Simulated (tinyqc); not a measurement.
# Hole mobility in a silicon inversion layer, empirical terms and Matthiessen rule: effect of the temperature

Inversion layer of sheet density Ns on a uniformly doped body, under a high-permittivity gate with an interlayer. The mobility terms are empirical power laws with prefactors chosen for the exercise; adding their inverses (Matthiessen) is itself an approximation.

Nc and Nv are given at 300 K and scale as (T/300 K)^1.5; Eg is fixed. ni = sqrt(Nc Nv) exp(-Eg/(2 Vt)), Eg in volts; Ndep = sqrt(2 eps0 eps_r Nb (2 Vt ln(Nb/ni) + Vsb)/q); E = q (Ndep + eta Ns)/(eps0 eps_r), in MV/cm. With t = T/(300 K): muC = Ac (Ns/1e12 cm^-2) t/(Nb/1e17 cm^-3 + Nit/1e11 cm^-2), muP = Ap E^(-1/3) t^(-1.75), muS = As E^(-gs), muR = Ar exp(2 ti/lr)/t; 1/mu is the sum of the inverses.

Values chosen for this exercise; material values close to those of silicon: band gap Eg = 1.14 eV; relative permittivity of the semiconductor eps_r = 11.8; conduction-band density of states at the reference temperature Nc = 2.77e19 cm^-3; valence-band density of states at the reference temperature Nv = 2.63e19 cm^-3; body doping Nb = 8.2e16 cm^-3; reverse body bias Vsb = 0 V; weight of the inversion charge in the effective field eta = 0.3333; phonon-limited mobility at 1 MV/cm and 300 K Ap = 139 cm^2/(V s); roughness-limited mobility at 1 MV/cm As = 364 cm^2/(V s); exponent of the roughness term gs = 1.3; Coulomb prefactor Ac = 1200 cm^2/(V s); charge at the interface Nit = 4.3e11 cm^-2; remote-phonon mobility without interlayer Ar = 280 cm^2/(V s); interlayer thickness ti = 0.5 nm; decay length of remote phonons lr = 0.5 nm; inversion density Ns = 1.3e12 cm^-2.

Constants: q = 1.602176634e-19 C, kB = 1.380649e-23 J/K, Vt = kB T/q, eps0 = 8.8541878128e-14 F/cm where lengths are in cm. Results are converted to the units shown.

Results:

| T (K) | E (MV/cm) | muC (cm^2/(V s)) | muP (cm^2/(V s)) | muS (cm^2/(V s)) | muR (cm^2/(V s)) | mu (cm^2/(V s)) |
|---|---|---|---|---|---|---|
| 120 | 0.2288 | 121.9 | 1130 | 2476 | 5172 | 103.2 |
| 160 | 0.2255 | 162.5 | 686.1 | 2523 | 3879 | 121.0 |
| 250 | 0.2171 | 253.9 | 318.2 | 2652 | 2483 | 127.2 |
| 300 | 0.2118 | 304.7 | 233.2 | 2738 | 2069 | 118.8 |
| 350 | 0.2062 | 355.5 | 179.7 | 2835 | 1773 | 107.6 |
| 400 | 0.2001 | 406.2 | 143.6 | 2947 | 1552 | 96.09 |
| 450 | 0.1936 | 457.0 | 118.2 | 3076 | 1379 | 85.47 |

Estimate the missing row, T = 200 K.

Computed row:

| T (K) | E (MV/cm) | muC (cm^2/(V s)) | muP (cm^2/(V s)) | muS (cm^2/(V s)) | muR (cm^2/(V s)) | mu (cm^2/(V s)) |
|---|---|---|---|---|---|---|
| 200 | 0.2219 | 203.1 | 466.8 | 2577 | 3103 | 128.6 |

With this row back in the table: As T goes from 120 to 450 K, E falls from 0.229 to 0.194 MV/cm and mu goes from 103 through a maximum of 129 (at T = 200 K among the rows listed) to 85.5 cm^2/(V s). The smallest term is the Coulomb one in the first row and the phonon one in the last. Coulomb scattering weakens and phonon scattering grows with T, hence the maximum. For T = 120 to 160 K dopant freeze-out and degenerate screening, left out here, matter.

tinyqc, about 0.01 s, one thread, Intel Xeon 2.30GHz (shared host): `OMP_NUM_THREADS=1 python tinyqc.py 2510070 2510071 out.jsonl`
